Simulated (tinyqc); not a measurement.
On-chip interconnect, size-dependent resistivity and RC delay: one step of the calculation.

A rectangular line between two neighbours and two ground planes. Surface and grain-boundary scattering are added to the bulk resistivity as corrections; capacitances are parallel-plate values without fringing; inductance is ignored.

Task. Resistivity, resistance and capacitance per length. Metal width x = wd - 2 tl, height y = AR wd - tl; grain boundaries (Mayadas-Shatzkes): al = (lam/(gr x)) Rg/(1 - Rg), g = 1/[1 - 3 al/2 + 3 al^2 - 3 al^3 ln(1 + 1/al)] - 1; surfaces (Fuchs-Sondheimer, thick limit): s = (3/8) lam (1 - ps)(1/x + 1/y); rho = rho0 (1 + g + s); r = rho/(x y); c = eps0 ek (2 wd/hd + 2 Mf AR wd/sp).

Inputs (values chosen for the exercise); metal values close to those of copper:
- rho0 = 1.69 uohm cm (bulk resistivity)
- lam = 40.2 nm (bulk mean free path)
- ps = 0.2 (specular share of surface scattering)
- Rg = 0.36 (reflection coefficient of grain boundaries)
- gr = 1 (grain size over the metal width)
- wd = 51 nm (drawn line width)
- AR = 1.6 (aspect ratio, height over width)
- tl = 1.3 nm (liner on both walls and the bottom, not conducting)
- sp = 61 nm (space to the neighbouring lines)
- hd = 91 nm (dielectric height to the planes above and below)
- ek = 3 (relative permittivity of the dielectric)
- Mf = 0 (Miller factor of the neighbours)

Constants: eps0 = 8.8541878128e-12 F/m. Results are converted to the units shown.

Give: x; y; al; g; s; rho; r; c.

Result.

x = 48.40 nm
y = 80.30 nm
al = 0.4672
g = 0.6558
s = 0.3994
rho = 3.473 uohm cm
r = 8.937 ohm/um
c = 0.02977 fF/um

Computed by the program tinyqc: `OMP_NUM_THREADS=1 python tinyqc.py 2100138 2100139 out.jsonl`, one thread of a shared Intel Xeon 2.30GHz, about 0.01 s for the whole run.
